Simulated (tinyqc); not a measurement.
Free and trapped electrons in a MOS channel with a dense trap tail: effect of the acceptor density.

p-type body, charge-sheet picture, full ionisation (an idealisation for deep acceptors), Boltzmann statistics for free electrons. e = Ec - EF at the surface. Acceptor-like traps of density D(E) = D0 + De exp(-E/Ew) at depth E below Ec, from 0 to Eu, hold n_t = integral of D(E)/(1 + exp((e - E)/Vt)). psi = Eg - Vt ln(Nv/Na) - e; N_dep = sqrt(2 eps0 eps_r Na (psi - Vt)/q); n_f = sqrt(N_dep^2 + 2 eps0 eps_r Vt Nc exp(-e/Vt)/q) - N_dep; Vg = Vfb + psi + q (N_dep + n_t + n_f)/Cox, Cox = eps0 eox/tox.

Vfb is held fixed. VT is the Vg for n_f = 1e11 cm^-2; swing ln 10 n_f/(dn_f/dVg) at n_f = 1e8 cm^-2; the last three columns are for Vg = VT + 3.5 V, with free share n_f/(n_f + n_t) and field-effect mobility mf q (dn_f/dVg)/Cox; there EF is near the band edge, where Boltzmann statistics are rough.

Inputs (values chosen for the exercise); band and dielectric values close to those of gallium nitride: temperature T = 400 K; band gap Eg = 3.38 eV; relative permittivity eps_r = 9.66; conduction-band density of states at T Nc = 3.56e18 cm^-3; valence-band density of states at T Nv = 7.01e19 cm^-3; relative permittivity of the insulator eox = 3.9; insulator thickness tox = 44 nm; flat-band voltage without trapped charge Vfb = -3.01 V; constant background density of acceptor-like traps D0 = 1.2e11 cm^-2 eV^-1; density of the tail at the conduction edge De = 1.3e13 cm^-2 eV^-1; decay energy of the tail Ew = 0.05 eV; depth below Ec down to which the traps reach Eu = 0.92 eV; mobility of free electrons mf = 150 cm^2/(V s).

Constants: q = 1.602176634e-19 C, kB = 1.380649e-23 J/K, Vt = kB T/q, eps0 = 8.8541878128e-14 F/cm where lengths are in cm. Results are converted to the units shown.

Effect of the acceptor density:

| Na (cm^-3) | e at VT (eV) | VT (V) | q n_t/Cox at VT (V) | swing (mV/decade) | n_f (cm^-2) | free share (%) | field-effect mobility (cm^2/(V s)) |
|---|---|---|---|---|---|---|---|
| 1e15 | 0.1163 | 0.8645 | 0.4355 | 108.8 | 1.316e12 | 67.21 | 131.0 |
| 2e15 | 0.1065 | 1.092 | 0.4785 | 111.9 | 1.330e12 | 67.13 | 132.4 |
| 6e15 | 0.08984 | 1.611 | 0.5645 | 119.2 | 1.356e12 | 66.99 | 135.1 |
| 1e16 | 0.08171 | 1.947 | 0.6123 | 124.0 | 1.370e12 | 66.92 | 136.4 |
| 3e16 | 0.06368 | 2.980 | 0.7313 | 139.1 | 1.405e12 | 66.83 | 139.2 |
| 8e16 | 0.04715 | 4.450 | 0.8531 | 160.7 | 1.440e12 | 66.85 | 141.3 |
| 2e17 | 0.03148 | 6.578 | 0.9744 | 191.8 | 1.473e12 | 66.94 | 142.7 |
| 5e17 | 0.01568 | 9.867 | 1.095 | 239.4 | 1.500e12 | 67.04 | 143.3 |

As Na goes from 1e15 to 5e17, VT rises from 0.864 to 9.87 V, its part due to traps rises from 0.435 to 1.09 V, the swing rises from 109 to 239 mV/decade and the field-effect mobility rises from 131 to 143 cm^2/(V s). Most of the rise of VT is depletion charge; the trap part grows since the same n_f needs EF nearer the band edge at heavier doping. For Na = 3e16, 8e16, 2e17, 5e17 e is under 2 Vt already at VT, so VT too is rough.

Program tinyqc, `OMP_NUM_THREADS=1 python tinyqc.py 2222206 2222207 out.jsonl`; Intel Xeon 2.30GHz, shared host, one thread, about 0.02 s.
